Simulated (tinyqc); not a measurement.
Inside a calculation. Method: tight binding, dimerised chain. One step of it, computed by the program tinyqc.

Question. Levels at k. Diagonalise the Hermitian matrix.

H(k) at k (eV):
```
                     A                    B
A             0.620000  -2.941343+2.034830i
B  -2.941343-2.034830i            -0.620000
```

Give: eigenvalues; weights |c|^2 of the basis functions.

Answer.

eigenvalues (eV): -3.6299  3.6299

weights |c|^2 of the basis functions:
```
   band 1  band 2
A  0.4146  0.5854
B  0.5854  0.4146
```
